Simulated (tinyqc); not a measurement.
Inside a calculation. Model: electron-beam lithography: double-Gaussian proximity function, edge placement and dose correction for parallel lines. Computed by tinyqc, a small Python program that keeps every step. Command: `OMP_NUM_THREADS=1 python tinyqc.py 3114339 3114340 out.jsonl proximity walk`. One thread of a shared host (Intel(R) Xeon(R) Processor @ 2.30GHz), about 0.01 s of CPU time with the checks. Intermediate numbers are printed to about 6 digits and carried at full precision; extremes and crossings named in words are read from the listed rows.

Lines are infinitely long. Absorbed energy is counted so that the middle of a very large area written at dose 1 receives 1; the resist develops where it exceeds 1/2.

Inputs (values chosen for the exercise, of the order of those for 10 keV electrons in resist on silicon):

| quantity | value | unit |
|---|---|---|
| forward range alpha | 0.012 | micrometre |
| backscatter range beta | 1.2 | micrometre |
| backscatter ratio eta | 0.89 | - |
| base dose D0 | 370 | microcoulomb/cm^2 |
| beam current | 0.23 | nA |
| pixel size | 5 | nm |
| width of the test line | 0.06 | micrometre |
| pattern density around the test line | 0.073 | - |

line widths (micrometre): 0.12  0.04  0.095  0.22

gaps between the lines (micrometre): 0.082  0.85  0.76

Constants: e = 1.602176634e-19 C.

## Layout

The first line starts at x = 0; each next one starts after the width and the gap.

Lines (micrometre):

| line | left edge | right edge | centre |
|---|---|---|---|
| 1 | 0.000 | 0.120 | 0.0600 |
| 2 | 0.202 | 0.242 | 0.2220 |
| 3 | 1.092 | 1.187 | 1.1395 |
| 4 | 1.947 | 2.167 | 2.0570 |

## Interaction matrix

f(r) = [exp(-r^2/alpha^2)/alpha^2 + eta exp(-r^2/beta^2)/beta^2]/(pi (1 + eta)). A line from a to b at dose d gives E(x) = d [S(alpha) + eta S(beta)]/(1 + eta), S(s) = [erf((b - x)/s) - erf((a - x)/s)]/2. M_ij is the mean of E at the two edges of line i from line j at dose 1.

M:
```
          1         2         3         4
1  0.291030  0.008674  0.009381  0.003127
2  0.026060  0.273402  0.011724  0.004753
3  0.011845  0.004937  0.285539  0.027166
4  0.001736  0.000881  0.011739  0.312717
```

## Dose correction

Uncorrected edge energies are M 1. Solve M d = 1/2 for the doses d that put the mean edge energy of every line at the threshold.

edge energies at dose 1: 1 0.312212, 2 0.315939, 3 0.329487, 4 0.327074

corrected doses: 1 1.60566, 2 1.58436, 3 1.51163, 4 1.52877

largest over smallest dose = 1.06221

Line 1 needs the most and line 3 the least; a narrow isolated line much wider than alpha would need 1 + eta = 1.89.

## Printed widths

Edges are the roots of E(x) = 1/2 between a line centre and the middle of the next gap. Three cases: dose 1 everywhere; one common dose equal to the mean of d; the corrected doses.

Width error, printed less drawn (nm):

| line | drawn width (nm) | dose 1 | mean dose | corrected |
|---|---|---|---|---|
| 1 | 120 | -17.9501 | -0.707064 | 1.05e-04 |
| 2 | 40 | -17.4427 | -0.407389 | 2.60e-05 |
| 3 | 95 | -15.6811 | 0.682087 | 1.30e-05 |
| 4 | 220 | -15.9780 | 0.487999 | 1.69e-04 |

With the common mean dose the errors span 1.4 nm. With corrected doses the largest error is below 0.01 nm.

## Dose to size and latitude

A test line of width w << beta in surroundings of density rho, all at dose d: near its edge E(x) = d [S + eta rho]/(1 + eta), S = [erf((b - x)/alpha) - erf((a - x)/alpha)]/2 for edges a and b, the second term being the background energy. Dose to size d_s = (1 + eta)/(erf(w/alpha) + 2 eta rho), dose = d_s D0; edge slope d [1 - exp(-w^2/alpha^2)]/(sqrt(pi) alpha (1 + eta)); width change per 1 % of dose = 2 x 0.01 x (1/2)/slope.

dose to size d_s = 1.67266

dose = 618.882 microcoulomb/cm^2

edge slope = 0.0416091 1/nm

width change per 1 % of dose = 0.240332 nm

background energy = 0.0574986

The background supplies 11 % of the threshold.

## Shot noise and writing time

With dose = d_s D0: electrons per pixel N = dose x pixel area/e; relative noise 1/sqrt(N); time per cm^2 of pattern area = dose x density/current; pixel rate = current/(dose x pixel area).

electrons per pixel = 965.690

shot noise = 3.21796 %

writing time per cm^2 = 54.5633 h

pixel rate = 1.48655 MHz

Checks made by the program: corrected edge energies (relative difference below 1e-10).
